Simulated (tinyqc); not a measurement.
Joint density of states against eps2: interband optics of a two-band s-p chain from momentum matrix elements.

H(k) = [[Es - 2 ts cos ka, 2i V sin ka], [-2i V sin ka, Ep_ + 2 tp cos ka]] in the basis s, p; the lower band is full, with two electrons a cell. The velocity operator times hbar is W = dH/dk (eV angstrom); intra-atomic dipoles are left out.

With w(k) = |<c|W|v>|^2 and D(k) = Ec - Ev, on the mesh k_j = (j + 1/2)/N (2 pi/a): eps(E) = 1 + (8 pi e2/(a Ar)) mean_j (w/D^2) [1/(D - E - i eta) + 1/(D + E + i eta)], e2 = e^2/(4 pi eps0); light polarised along the chains, no local fields.

Constants: e^2/(4 pi eps0) = 14.39964547 eV angstrom.

Values chosen for the exercise: a = 2.53 angstrom (period); Es = 1.58 eV (upper orbital (s)); Ep_ = -2.07 eV (lower orbital (p)); ts = 0.28 eV (s-s hopping); tp = 0.41 eV (p-p hopping); V = 1.42 eV (s-p hopping); Ar = 7 angstrom^2 (cross-section per chain); eta = 0.1 eV (Lorentzian half width).

Mesh of 2000 points. J(E) = mean of (eta/pi)/((E - D)^2 + eta^2). The fourth column is J times the constant (8 pi^2 e2/(a Ar)) mean(w/D^2). R = |(sqrt(eps) - 1)/(sqrt(eps) + 1)|^2.

Spectrum:
```
E (eV)  J (1/eV)    eps2  eps2 with constant element     eps1      R
1.67       0.008   2.721                       0.629   29.097  0.473
2.19       0.073  39.415                       5.862   64.238  0.641
2.71       0.100  30.499                       8.053  -16.786  0.713
3.24       0.082  11.023                       6.608  -10.390  0.679
3.76       0.080   5.116                       6.404   -4.399  0.563
4.28       0.085   3.064                       6.848    1.287  0.175
4.80       0.125   5.902                      10.025   12.330  0.341
5.85       0.269   8.879                      21.562   -9.494  0.682
6.37       0.343   5.315                      27.500   -7.887  0.707
6.89       0.273   2.344                      21.919   -8.836  0.857
7.41       0.024   0.405                       1.915   -5.156  0.944
```

Give the missing row, E (eV) = 5.32.

Computed row:
```
E (eV)  J (1/eV)    eps2  eps2 with constant element    eps1      R
5.32       0.292  19.879                      23.397  -9.257  0.640
```

Transitions span 2.270 to 6.813 eV. Among the energies listed J peaks at 6.37 eV and eps2 at 2.19 eV. The ratio of eps2 to the constant-element value is 3.79 at 2.71 eV and 0.19 at 6.37 eV: w/D^2 is 10.019 angstrom^2 at the zone centre and 2.041 at the edge.

Run: tinyqc, `OMP_NUM_THREADS=1 python tinyqc.py 1681558 1681559 out.jsonl`; Intel(R) Xeon(R) Processor @ 2.30GHz, one thread, shared host; about 0.01 s of CPU time with all checks.
